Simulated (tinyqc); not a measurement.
Inside a calculation. Model: quantum point contact as a saddle point.

Numbers from tinyqc (`OMP_NUM_THREADS=1 python tinyqc.py 2740105 2740106 out.jsonl`; about 0.08 s on one thread of a shared Intel Xeon 2.30GHz). Printed values are rounded.

Potential V0 - m wx^2 x^2/2 + m wy^2 y^2/2; energies are counted from V0. Mode n = 0, 1, ... transmits T_n(E) = 1/(1 + exp(-2 pi (E - E_n)/wx)), E_n = wy (n + 1/2); each mode carries 2 q^2/h.

Values chosen for this exercise: temperature T = 2.5 K; transverse quantum hbar wy wy = 4.5 meV; curvature of the barrier hbar wx wx = 1.9 meV; Fermi level above the saddle point mu = 7.3 meV; points of the energy grid nE = 13; half-range of the grid in kB T xm = 6.

Constants: q = 1.602176634e-19 C, kB = 1.380649e-23 J/K, h = 6.62607015e-34 J s, Vt = kB T/q. Results are converted to the units shown.

## Transmissions at the Fermi level

At zero temperature g = G/(2 q^2/h) = sum T_n(mu); Fano factor sum T_n (1 - T_n)/sum T_n. Modes beyond those listed are in the sums but add less than 1e-4 to g.

E_n, mode 0 to 3 (meV): [2.2500, 6.7500, 11.2500, 15.7500]
T_n, mode 0 to 3: [1.00000, 0.86042, 0.00000, 0.00000]
g = 1.8604
G = 144.15 uS
Fano factor = 0.06455

## Thermal average on a coarse grid

g(T) = int g(E) (-df/dE) dE = int g(mu + x kB T) dx/(4 cosh^2(x/2)), g(E) the zero-temperature value at E, g = G/(2 q^2/h). Simpson's rule on nE equally spaced x from -xm to xm.

x, point 0 to 12: [-6.00000, -5.00000, -4.00000, -3.00000, -2.00000, -1.00000, 0.00000, 1.00000, 2.00000, 3.00000, 4.00000, 5.00000, 6.00000]
E, point 0 to 12 (meV): [6.00740, 6.22283, 6.43827, 6.65370, 6.86913, 7.08457, 7.30000, 7.51543, 7.73087, 7.94630, 8.16173, 8.37717, 8.59260]
g(E), point 0 to 12: [1.07902, 1.14889, 1.26291, 1.42105, 1.59724, 1.75146, 1.86043, 1.92631, 1.96245, 1.98124, 1.99074, 1.99549, 1.99790]
weight, point 0 to 12: [0.002467, 0.006648, 0.017663, 0.045177, 0.104994, 0.196612, 0.250000, 0.196612, 0.104994, 0.045177, 0.017663, 0.006648, 0.002467]
integral of the weight = 0.994350
g(T) = 1.79701
g(T) divided by the integral of the weight = 1.80722

A converged quadrature gives 1.8060; this grid is 0.50 % below that, and its weight integrates to 0.9944 in place of 1.
